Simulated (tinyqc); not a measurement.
A ladder of methods, and size consistency: correlation methods against full CI in the sto-6g basis, for H4, spin multiplicity 1. Computed by the program tinyqc with PySCF. All electrons correlated; +Q is the Davidson correction (1 - c0^2) E_corr. The last columns treat two copies 100 angstrom apart as one system. FCI is the lowest singlet.

Geometry (angstrom):
```
atom,x,y,z
H,0.0000,0.0000,0.0000
H,0.0000,0.0000,0.9400
H,0.0000,0.0000,2.1500
H,0.0000,0.0000,3.0900
```

RHF energy of one = -2.160098 hartree

Correlation energies (hartree):
```
method,E_corr of one,share of FCI (%),E_corr of two at 100 angstrom,two minus twice one (mhartree)
MP2,-0.037422,61.7056,-0.074845,0.0000
CISD,-0.059365,97.8869,-0.113687,5.0433
CISD+Q,-0.062118,102.4265,-0.122943,1.2933
CCSD,-0.060555,99.8487,-0.121110,0.0000
CCSD(T),-0.060621,99.9579,-0.121242,0.0000
FCI,-0.060647,100.0000,-,-
```

What does the comparison show, and why?

MP2 recovers 62 %, CISD 97.9 % and CCSD 99.8 % of the FCI value (c0^2 = 0.954 in CISD). MP2 and coupled cluster are size consistent, so their last column vanishes; CISD loses 5.04 mhartree, since a double excitation on each copy is a quadruple of the pair, and the Davidson correction leaves +1.29.
